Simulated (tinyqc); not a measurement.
Moment against temperature: Stoner model of a band ferromagnet.

Density of states per atom and spin: flat with a rise to the top, D(e) = (M/W) [1 - sp + 4 sp (e/W + 1/2)^3]. Levels e -/+ I m/2 for up and down spin, m = n_up - n_down, n_up + n_down = nd. At zero temperature e(N) is the energy below which N states lie, and E(m) = sum over spins of integral e D de - I m^2/4.

Constants: kB = 8.617333262e-05 eV/K.

Values chosen for the exercise: W = 6 eV (band width, e from -W/2 to W/2); M = 5 (states per atom and spin); nd = 7.94 (electrons per atom); sp = 0.31 (shape parameter); I = 1.3 eV (Stoner parameter).

Fermi-Dirac occupations on 600 equal energy intervals; m is iterated from saturation until it changes by less than 1e-7 or for 400 rounds; the paramagnet is unstable while I times the mean of D weighted by -df/de exceeds 1.

Results:
```
T/Tc  T (K)  m (muB)  I D(T) of the paramagnet
0.10    873    2.060                     1.665
0.30   2620    2.052                     1.588
0.50   4367    1.968                     1.399
0.65   5677    1.796                     1.259
0.80   6987    1.470                     1.136
0.90   7861    1.091                     1.064
0.95   8297    0.790                     1.031
1.10   9607    0.000                     0.943
```

Tc (from I D(T) = 1) = 8.73e+03 K

What can be read from this table?

kB Tc = 0.753 eV, 0.28 of the exchange splitting at zero temperature. m keeps 0.96 of its first value at half Tc and 0.53 at 0.9 Tc. The model knows only Stoner excitations; spin waves and local moments bring the ordering temperature below the Stoner value.

Run: tinyqc, `OMP_NUM_THREADS=1 python tinyqc.py 1651099 1651100 out.jsonl`; Intel(R) Xeon(R) Processor @ 2.30GHz, one thread, shared host; about 0.4 s of CPU time with all checks.
